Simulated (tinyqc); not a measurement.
# Changing the temperature T

Model: Cabrera-Mott growth of a thin oxide under its own electric field. Computed by tinyqc, a small Python program. Command: `OMP_NUM_THREADS=1 python tinyqc.py 3018227 3018228 out.jsonl cabrera sweep`. One thread of a shared host (Intel(R) Xeon(R) Processor @ 2.30GHz), about 0.04 s of CPU time with the checks.

Electrons cross the film freely and set a fixed potential V across it; the field V/x lowers the barrier for ions entering the oxide.

Inputs (values chosen for the exercise, for a model metal):

| quantity | value | unit |
|---|---|---|
| barrier W | 1.25 | eV |
| Mott potential V | 0.88 | V |
| ion charge number z | 1 | - |
| half jump distance b | 1.2 | angstrom |
| prefactor u0 = N Omega nu | 2.6e+12 | angstrom/s |
| starting thickness x0 | 3.1 | angstrom |
| time t | 16000 | s |

Backward hops: ignored.

Constants: k_B = 8.617333262e-05 eV/K.

Method. u = u0 exp(-W/(k_B T)), X1 = z b V/(k_B T) with V in volts and k_B T in eV; dx/dt = u exp(X1/x). t(x) = int_(x0)^x dx / (dx/dt) by Gauss-Legendre quadrature (80 points on each side of (x0 + 2 x)/3), solved for x.

One run for each value:

| temperature T (K) | thickness x (angstrom) | field at time t (MV/cm) | rate at time t (angstrom/s) |
|---|---|---|---|
| 300 | 4.4542e+00 | 1.9757e+01 | 2.5042e-05 |
| 350 | 9.4000e+00 | 9.3617e+00 | 1.0799e-04 |
| 400 | 3.7663e+01 | 2.3365e+00 | 1.0446e-03 |
| 450 | 5.0854e+02 | 1.7304e-01 | 2.7469e-02 |
| 500 | 1.0622e+04 | 8.2847e-03 | 6.5544e-01 |
| 550 | 1.4644e+05 | 6.0093e-04 | 9.1411e+00 |

Over the rows, thickness x (angstrom) rises from 4.45 to 146000 (exponent d ln y / d ln x 4.8 between the first rows and 28 between the last); field at time t (MV/cm) falls from 19.8 to 6.01e-4 (exponent d ln y / d ln x -4.8 between the first rows and -28 between the last); rate at time t (angstrom/s) rises from 2.50e-5 to 9.14 (exponent d ln y / d ln x 9.5 between the first rows and 28 between the last). While x is well below X1, growth stalls where z b V/x has fallen to about W - k_B T ln(u0 t X1/x^2); heat closes that gap, so the film thickens slowly at first and steeply once W/(k_B T) nears that logarithm. Left out: 200, 250 (no growth at this temperature). Left out: 600 (the run failed its checks).

Caution (all rows): the starting field or rate is formal: the first layers form as fast as oxygen arrives. Caution (rows 400, 450, 500, 550): X1/x is small, so backward hops, left out here, would cut the rate. Caution (rows 450, 500, 550): electrons tunnel only through a few nanometres, so beyond about 10 nm a fixed Mott potential is doubtful.
